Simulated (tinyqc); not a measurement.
# Worked calculation: p-n diode with diffusion and depletion-layer recombination

tinyqc, about 0.01 s, one thread, Intel Xeon 2.30GHz (shared host): `OMP_NUM_THREADS=1 python tinyqc.py 2260066 2260067 out.jsonl` Printed values are rounded.

Abrupt junction in the depletion approximation, low injection, full ionisation, neutral widths fixed, ohmic contact on the p side. Vj is the junction voltage; where a series resistance Rs is given, V = Vj + J Rs is the terminal voltage.

Parameters, values chosen for the exercise; band and dielectric values close to those of indium phosphide: temperature T = 450 K; band gap Eg = 1.35 eV; relative permittivity eps_r = 12.6; conduction-band density of states at T Nc = 1.05e18 cm^-3; valence-band density of states at T Nv = 2e19 cm^-3; acceptor density Na = 2.1e17 cm^-3; donor density Nd = 2e16 cm^-3; electron mobility in the p side mun = 1800 cm^2/(V s); hole mobility in the n side mup = 150 cm^2/(V s); electron lifetime tn = 4e-7 s; hole lifetime tp = 2e-8 s; neutral width of the p side wp = 17 um; neutral width of the n side wn = 0.76 um; recombination velocity at the n contact Sp = 1e7 cm/s; series resistance Rs = 0.032 ohm cm^2; trap level above the intrinsic level Et = 0.16 eV; junction voltage at which recombination is evaluated Vj = 0.53 V; terminal voltage V = 0.66 V.

Constants: q = 1.602176634e-19 C, kB = 1.380649e-23 J/K, Vt = kB T/q, eps0 = 8.8541878128e-14 F/cm where lengths are in cm. Results are converted to the units shown.

## Diffusion lengths and saturation currents

ni = sqrt(Nc Nv) exp(-Eg/(2 Vt)), Eg in volts; D = mu Vt; Ln = sqrt(Dn tn), Lp = sqrt(Dp tp); J0n = q ni^2 Dn coth(wp/Ln)/(Ln Na); J0p = (q ni^2 Dp/(Lp Nd)) (s + tanh(wn/Lp))/(1 + s tanh(wn/Lp)), s = Sp Lp/Dp.

ni = 1.26311e11 cm^-3
Ln = 52.8395 um
Lp = 3.41078 um
J0n = 5.16913e-10 A/cm^2
J0p = 9.87030e-9 A/cm^2

wp/Ln = 0.32 and wn/Lp = 0.22; holes carry 95.0 % of the diffusion current.

## Recombination in the depleted layer

ni = sqrt(Nc Nv) exp(-Eg/(2 Vt)), Eg in volts. Vbi = Vt ln(Na Nd/ni^2), W = sqrt(2 eps0 eps_r (Vbi - Vj)(1/Na + 1/Nd)/q), xp = W Nd/(Na + Nd), xn = W Na/(Na + Nd); u(x) = q Na (x + xp)^2/(2 eps0 eps_r) for x < 0 and Vbi - Vj - q Nd (xn - x)^2/(2 eps0 eps_r) for x > 0; p = Na exp(-u/Vt), n = Nd exp((u - Vbi + Vj)/Vt); U = ni^2 (exp(Vj/Vt) - 1)/(tp (n + ni exp(Et/Vt)) + tn (p + ni exp(-Et/Vt))); J_scr = q times the integral of U from -xp to xn. Trapezoid rule on 12 equal steps.

W = 193.256 nm

| point | x (nm) | u (V) | n (cm^-3) | p (cm^-3) | U (cm^-3 s^-1) |
|---|---|---|---|---|---|
| 0 | -16.805 | 0.000000 | 6.55246e10 | 2.1e17 | 1.63811e17 |
| 1 | -0.700 | 0.039110 | 1.79644e11 | 7.65969e16 | 4.49107e17 |
| 2 | 15.404 | 0.117248 | 1.34748e12 | 1.02118e16 | 3.36854e18 |
| 3 | 31.509 | 0.188018 | 8.35812e12 | 1.64632e15 | 2.08850e19 |
| 4 | 47.614 | 0.251338 | 4.27824e13 | 3.21631e14 | 1.06120e20 |
| 5 | 63.718 | 0.307209 | 1.80714e14 | 7.61434e13 | 4.02004e20 |
| 6 | 79.823 | 0.355630 | 6.29923e14 | 2.18442e13 | 6.40203e20 |
| 7 | 95.928 | 0.396602 | 1.81198e15 | 7.59400e12 | 3.48937e20 |
| 8 | 112.032 | 0.430125 | 4.30119e15 | 3.19915e12 | 1.57329e20 |
| 9 | 128.137 | 0.456198 | 8.42547e15 | 1.63316e12 | 8.12671e19 |
| 10 | 144.242 | 0.474821 | 1.36198e16 | 1.01031e12 | 5.04114e19 |
| 11 | 160.346 | 0.485996 | 1.81683e16 | 7.57371e11 | 3.78206e19 |
| 12 | 176.451 | 0.489720 | 2e16 | 6.88008e11 | 3.43632e19 |

J_scr = 4.81490e-4 A/cm^2

With 2000 steps J_scr = 4.815e-4 A/cm^2; the coarse value is within 0.01 % of it. U is largest at x = 79.8 nm among these points; the peak lies where tp n = tn p. On the fine grid U peaks at 6.509e20 cm^-3 s^-1, and J_scr/(q U_max) is 23.9 % of W, the effective width of the recombining zone.

## Starting value

Vj = Vt ln(V/(Rs J0)), the value at which all of V would drop over Rs.

Vj at the start = 0.830206 V

## Iteration 1: new Vj

J0 = J0n + J0p = 1.03872e-8 A/cm^2

Diffusion current alone: J = J0 (exp(Vj/Vt) - 1), g = Vj + J Rs - V, g' = 1 + Rs J0 exp(Vj/Vt)/Vt, Vj(new) = Vj - g/g'.

J = 20.6250 A/cm^2
g = 0.830206 V
g' = 18.0200
Vj after iteration 1 = 0.784134 V

## Iteration 2: new Vj

As before.

J = 6.28661 A/cm^2
g = 0.325306 V
g' = 6.18777
Vj after iteration 2 = 0.731562 V

## Course of the iteration

Stop when the step is below 1e-10 V, or after 80 iterations.

Course of the iteration:

| iteration | Vj before the step (V) | step (V) |
|---|---|---|
| 1 | 0.830206 | -0.0461 |
| 2 | 0.784134 | -0.0526 |
| 3 | 0.731562 | -0.0528 |
| 4 | 0.678757 | -0.0239 |
| 5 | 0.654891 | -1.75e-3 |
| 6 | 0.653144 | -6.10e-6 |
| 7 | 0.653138 | -7.21e-11 |

Converged in 7 iterations.
